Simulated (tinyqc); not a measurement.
Solubility, supersaturation, precipitation and gettering of an impurity in a silicon-like host: one step, computed by the program tinyqc. Command: `OMP_NUM_THREADS=1 python tinyqc.py 3009101 3009102 out.jsonl ripen walk`. One thread of a shared host (Intel(R) Xeon(R) Processor @ 2.30GHz), about 0.01 s of CPU time with the checks.

The wafer was saturated at T1 and is then held at T.

Question. Growing precipitates. Growing sinks: with y = r/r_f and y0 = r0/r_f, dy/dt = (1 - y^3)/(3 tau_f y), which integrates to t/tau_f = F(y) - F(y0), F(y) = (1/2) ln[(1 + y + y^2)/(1 - y)^2] - sqrt(3) arctan[(2y + 1)/sqrt(3)]; the share of the excess left is (1 - y^3)/(1 - y0^3), and C(t) = C_eq + (C0 - C_eq) x share.

Inputs (values chosen for the exercise, for a model impurity):
```
quantity                       value  unit
temperature of saturation T1    1200     K
anneal temperature T             949     K
initial sink radius r0            17    nm
anneal time t                 120000     s
```

final radius r_f = 30.94372 nm

tau_f = 700634.5 s

C_eq(T) = 3.968734e+12 1/cm^3

C0 = 8.322114e+14 1/cm^3

Give: radius at t; share of the excess left; C(t) with growing sinks.

Answer.

radius at t = 19.39 nm

share of the excess left = 0.9040

C(t) with growing sinks = 7.527e+14 1/cm^3

9.6 % of the excess has precipitated.
